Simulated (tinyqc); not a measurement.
Conductance against temperature: thermal boundary conductance by the acoustic and diffuse mismatch models. Computed by tinyqc, a small Python program. Command: `OMP_NUM_THREADS=1 python tinyqc.py 3023751 3023752 out.jsonl kapitza walk`. One thread of a shared host (Intel(R) Xeon(R) Processor @ 2.30GHz), about 0.01 s of CPU time with the checks.

Each side has one longitudinal and two transverse Debye branches, omega = v q up to q_D = (6 pi^2 n)^(1/3), with n counting all atoms. Scattering at the interface is elastic. Electrons are left out of G, also for metals. Melting is ignored. G refers to the temperatures of the phonons sent towards the interface. Linear branches over all atoms overstate G at high T, most for crystals with several atoms a cell.

Inputs (values chosen for the exercise, modelled on aluminium nitride (side 1) and tungsten (side 2)):

| quantity | value | unit |
|---|---|---|
| density rho_1 | 3.18 | g/cm^3 |
| longitudinal velocity vL_1 | 10800 | m/s |
| transverse velocity vT_1 | 6220 | m/s |
| atom density n_1 | 98.5 | 1/nm^3 |
| density rho_2 | 19.3 | g/cm^3 |
| longitudinal velocity vL_2 | 5190 | m/s |
| transverse velocity vT_2 | 2930 | m/s |
| atom density n_2 | 63.4 | 1/nm^3 |

Structure: superlattice.

Constants: hbar = 1.054571817e-34 J s; k_B = 1.380649e-23 J/K.

Method:
- omega_c = v q_D for each branch, given as hbar omega_c/k_B; impedance Z = rho v.
- No mode conversion. t(theta) = 4 Z_1 Z_2 cos(theta_1) cos(theta_2)/N^2, with N = Z_2 cos(theta_1) + Z_1 cos(theta_2) for L (the form for pressure waves) and N = Z_1 cos(theta_1) + Z_2 cos(theta_2) for both T branches (the form for shear waves polarised along the interface); sin(theta_2) = (v_2/v_1) sin(theta_1), and t = 0 beyond the critical angle arcsin(v_1/v_2); the mean over the incoming flux is alpha = 2 int t sin(theta_1) cos(theta_1) d theta_1 (64 Gauss-Legendre points).
- G = (k_B^4 T^3/(8 pi^2 hbar^3)) int W(x) x^4 e^x/(e^x - 1)^2 dx, x = hbar omega/(k_B T). Acoustic mismatch: W = sum over the three branches of alpha(1 to 2)/v_1^2, each up to the lower of its two cut-offs. Diffuse mismatch: W = S_1 S_2/(S_1 + S_2), where S_i sums 1/v^2 over the branches of side i still below their cut-off. Radiation limit: W = min(S_1, S_2). The integral is split at the four cut-offs (64 Gauss-Legendre points a piece, x at most 45).

Branches:

| branch | v (m/s) | cut-off (K) | Z (1e6 kg/(m^2 s)) |
|---|---|---|---|
| L, side 1 | 10800 | 1484.95 | 34.3440 |
| T, side 1 | 6220 | 855.22 | 19.7796 |
| L, side 2 | 5190 | 616.13 | 100.1670 |
| T, side 2 | 2930 | 347.84 | 56.5490 |

Transmission:

| branch | t at normal incidence | largest angle from side 1 (deg) | alpha, 1 to 2 | alpha, 2 to 1 |
|---|---|---|---|---|
| L | 0.760536 | 90 | 0.865756 | 0.199932 |
| T | 0.767941 | 90 | 0.611023 | 0.135585 |

G (MW/(m^2 K)):

| T (K) | acoustic mismatch | diffuse mismatch | radiation limit |
|---|---|---|---|
| 2 | 0.0031808 | 0.0040178 | 0.0049143 |
| 5 | 0.049701 | 0.062778 | 0.076786 |
| 10 | 0.39761 | 0.50222 | 0.61429 |
| 20 | 3.1805 | 4.0175 | 4.9141 |
| 40 | 24.185 | 31.085 | 38.378 |
| 80 | 113.24 | 172.37 | 230.29 |
| 150 | 245.43 | 454.63 | 652.07 |
| 300 | 348.28 | 709.81 | 1047.3 |
| 600 | 386.52 | 809.47 | 1203.3 |
| 1000 | 395.64 | 833.55 | 1241.1 |

All three follow T^3 at the cold end (exponent 3.00 for the diffuse model) and flatten at high T (exponent 0.06 at the hot end); the lowest cut-off is 348 K. The ratio of diffuse to acoustic goes from 1.26 to 2.11. The plateau is set by the frequencies that both sides share.

Extremes, crossings and ranges named in words are read from the listed rows.
